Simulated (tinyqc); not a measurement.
Weakening the contact bond: metal-induced gap states at the contact of a metal chain and a two-band chain.

The semiconductor alternates sites A at -Eg/2 and C at +Eg/2 with hopping -t; the gap runs from -Eg/2 to Eg/2. In the gap cosh(q a) = 1 + (Eg^2/4 - E^2)/(2 t^2) and the amplitude changes by -exp(-q a) a period. The metal has site energy 0 and hopping -tm; its end site has g_m = (E - i sqrt(4 tm^2 - E^2))/(2 tm^2). Sites 1, 2, ... count into the semiconductor, with energies e1, e2 alternating. The clean half chain has g1 = 1/(E - e1 - t^2 g2), g2 = 1/(E - e2 - t^2 g1), decaying root. With the contact G11 = 1/(1/g1 - tc^2 g_m), and the density on site j is -Im G_jj/pi = |psi_j/psi_1|^2 (-Im G11/pi), per spin, with psi_2/psi_1 = -t g2, psi_3/psi_2 = -t g1.

Constants: e^2/(4 pi eps0) = 14.39964547 eV angstrom.

Inputs chosen for the exercise (gap and optical dielectric constant near those of Ge; the chain itself is a model; not measured data): Eg = 0.67 eV (gap); t = 3.05 eV (hopping in the semiconductor); tm = 1.83 eV (hopping in the metal); end = C (site that touches the metal); a = 4 angstrom (period (two sites); one chain for each area a^2); eps = 16.6 (dielectric constant); E = 0.08 eV (energy from mid-gap).

At the given E, tc is varied, as by a thin spacer. xi = 1/(2q), N = 2 (summed density)/a^2, S = 1/(1 + 4 pi e^2 N xi/eps) with xi and eps kept.

Against tc:

| tc (eV) | D1 (1/eV) | summed density (1/eV) | S |
|---|---|---|---|
| 0.10 | 0.00027 | 0.00221 | 0.9465 |
| 0.25 | 0.00171 | 0.01381 | 0.7391 |
| 0.50 | 0.00680 | 0.05498 | 0.4157 |
| 0.80 | 0.01707 | 0.13800 | 0.2209 |
| 1.80 | 0.05815 | 0.47012 | 0.0768 |
| 2.50 | 0.05907 | 0.47753 | 0.0757 |
| 3.50 | 0.04104 | 0.33178 | 0.1055 |

Give the missing row, tc (eV) = 1.20.

Computed row:
```
tc (eV)  D1 (1/eV)  summed density (1/eV)       S
1.20       0.03544                0.28654  0.1201
```

For a weak bond the density goes as tc^2 (ratio 6.25 between 0.25 and 0.1 eV, against 6.25). It is largest at tc = 2.5 eV among these rows and falls beyond, as the first site pairs off with the metal. S is 0.947 at 0.1 eV and has its least value, 0.076, in that row.

Program tinyqc; command `OMP_NUM_THREADS=1 python tinyqc.py 1480069 1480070 out.jsonl`; about 0.01 s on one thread of a shared Intel(R) Xeon(R) Processor @ 2.30GHz.
